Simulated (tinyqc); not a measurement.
Cahn-Hilliard equation on a periodic one-dimensional grid: one step, computed by the program tinyqc. Command: `OMP_NUM_THREADS=1 python tinyqc.py 3031753 3031754 out.jsonl cahn walk`. One thread of a shared host (Intel(R) Xeon(R) Processor @ 2.30GHz), about 0.1 s of CPU time with the checks.

Free energy F = h sum_j [A (c_j^2 - 1)^2/4 + (kappa/2) ((c_(j+1) - c_j)/h)^2]; dc/dt = Lap(mu), mu = A (c^3 - c) - kappa Lap(c), Lap(y)_j = (y_(j+1) - 2 y_j + y_(j-1))/h^2, mobility 1; the grid has n = 16 points.

Task: The first step. Start: c_j = c0 + amplitude x (z_j - mean of z). c(new) = c + dt Lap(mu).

Inputs (values chosen for the exercise, in reduced units):

| quantity | value | unit |
|---|---|---|
| spacing h | 1.2 | - |
| well depth A | 0.96 | - |
| gradient coefficient kappa | 1 | - |
| mean composition c0 | 0.3 | - |
| noise amplitude | 0.02 | - |
| time step dt | 0.069 | - |

Scheme: explicit Euler.

random numbers: 0.479  0.139  -0.592  0.617  0.180  -0.455  -0.331  0.152  -0.745  -0.807  -0.219  -0.561  -0.876  0.339  -0.720  -0.439

Give: c at the start; mu at the start; c after one step; F at the start; F after one step.

Result:

c at the start: 0.3144  0.3076  0.2930  0.3171  0.3084  0.2957  0.2982  0.3078  0.2899  0.2887  0.3004  0.2936  0.2873  0.3116  0.2904  0.2960

mu at the start: -0.2545  -0.2619  -0.2840  -0.2510  -0.2652  -0.2696  -0.2658  -0.2484  -0.2665  -0.2631  -0.2495  -0.2579  -0.2743  -0.2385  -0.2739  -0.2681

c after one step: 0.3134  0.3069  0.2956  0.3149  0.3089  0.2961  0.2988  0.3061  0.2909  0.2891  0.2994  0.2932  0.2898  0.3082  0.2924  0.2964

F at the start = 3.817

F after one step = 3.816
